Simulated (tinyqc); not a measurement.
Double-gate transistor, scale length and short-channel effects: one step of the calculation.

A body of thickness ts between two insulators of thickness ti and two tied gates. Below threshold the potential that source and drain add obeys Laplace's equation and vanishes on the gate. Its lowest mode decays along the channel as exp(-k y); k is the smallest positive root of the matching condition at the interface, and the scale length is Lambda = pi/k.

Task. Threshold shift, barrier position and swing. Along the channel psi(y) = s + a exp(y/l) + b exp(-y/l) with psi(0) = Vbi, psi(L) = Vbi + Vds and l = 1/k = Lambda/pi; with A = Vbi - s, B = A + Vds, x = exp(-L/l): a = (B - A x) x/(1 - x^2), b = (A - B x)/(1 - x^2). The minimum is s + 2 sqrt(a b), at y = (l/2) ln(b/a). The long-channel potential follows the gate as s = sT + (Vg - VTL)/m, and the threshold VT is the gate voltage at which the minimum equals sT. Swing = m Vt ln 10/g at threshold, g = d(minimum)/ds = 1 - (b x + a)/((1 + x) sqrt(a b)).

Parameters, values chosen for the exercise; permittivities: semiconductor close to that of silicon, insulator close to that of silicon dioxide:
- T = 350 K (temperature)
- L = 53 nm (channel length)
- Vbi = 1.01 V (potential of the source)
- sT = 0.41 V (potential of the barrier top at threshold)
- VTL = 0.37 V (long-channel threshold)
- m = 1 (long-channel body factor)
- Vds = 0.6 V (drain voltage)

Constants: q = 1.602176634e-19 C, kB = 1.380649e-23 J/K, Vt = kB T/q. Results are converted to the units shown.

l = 6.5154279 nm

Find: s at threshold; a; b; position of the minimum; VT; swing.

Result.

s at threshold = 0.37986 V
a = 3.6067e-4 V
b = 0.62978 V
position of the minimum = 24.319 nm
VT = 0.33986 V
swing = 72.054 mV/decade

The threshold lies 30.1 mV below the long-channel value, and the barrier top sits at 0.46 L from the source.

Program tinyqc, `OMP_NUM_THREADS=1 python tinyqc.py 2420128 2420129 out.jsonl`; Intel Xeon 2.30GHz, shared host, one thread, about 0.01 s.
